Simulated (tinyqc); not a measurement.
Middle barrier of the double well: double quantum well by finite differences.

Finite differences on points z_i at the centres of cells of width h: H_ii = (c/h^2)(1/m_(i-1/2) + 1/m_(i+1/2)) + V_i, H_(i,i+1) = -(c/h^2)/m_(i+1/2), where m_(i+1/2) is the mean of the masses at the two points (the end values are repeated outwards), psi = 0 on the points beyond both ends, c = hbar^2/2m0. The field adds e F (z - z0) with z0 the middle of the structure; 1 kV/cm = 1e-5 eV/angstrom.

Constants: hbar^2/2m0 = 3.80998211 eV angstrom^2.

Parameters, chosen for this exercise (out of a larger set: near those of a strained Si well in SiGe; not measured data): layers = ((21, 0.186, 0.944), (28, 0, 0.911), (14, 0.186, 0.944), (35, 0, 0.911), (21, 0.186, 0.944)) (each layer: thickness in angstrom, band edge in eV, mass in m0); hf = 0.4375 angstrom (cell width of the fine grid); ws = (1.75, 3.5, 5.25, 7, 10.5, 14, 21) angstrom (widths of the middle barrier).

Fine grid, zero field, the third layer set to each width in turn. kappa = sqrt(m (V - E)/c) in that layer at the mean of E1 and E2 of the last row.

Splitting:

| width (angstrom) | E1 (eV) | E2 (eV) | E2 - E1 (meV) | ln(E2 - E1) |
|---|---|---|---|---|
| 1.75 | 0.0139 | 0.0303 | 16.44 | 2.800 |
| 3.50 | 0.0171 | 0.0297 | 12.67 | 2.540 |
| 5.25 | 0.0187 | 0.0293 | 10.57 | 2.358 |
| 7.00 | 0.0196 | 0.0290 | 9.42 | 2.243 |
| 10.50 | 0.0203 | 0.0288 | 8.50 | 2.140 |
| 14.00 | 0.0205 | 0.0287 | 8.27 | 2.112 |
| 21.00 | 0.0205 | 0.0287 | 8.19 | 2.103 |

kappa = 0.2000 1/angstrom

How do the results move, and what explains it?

The splitting falls from 16.4 to 8.19 meV; the last slope of its logarithm is -0.0013 per angstrom, far from -kappa = -0.2000: the wells differ in width, so E2 - E1 levels off at the detuning of the two single-well levels.

Run: tinyqc, `OMP_NUM_THREADS=1 python tinyqc.py 1250432 1250433 out.jsonl`; Intel(R) Xeon(R) Processor @ 2.30GHz, one thread, shared host; about 0.01 s of CPU time with all checks.
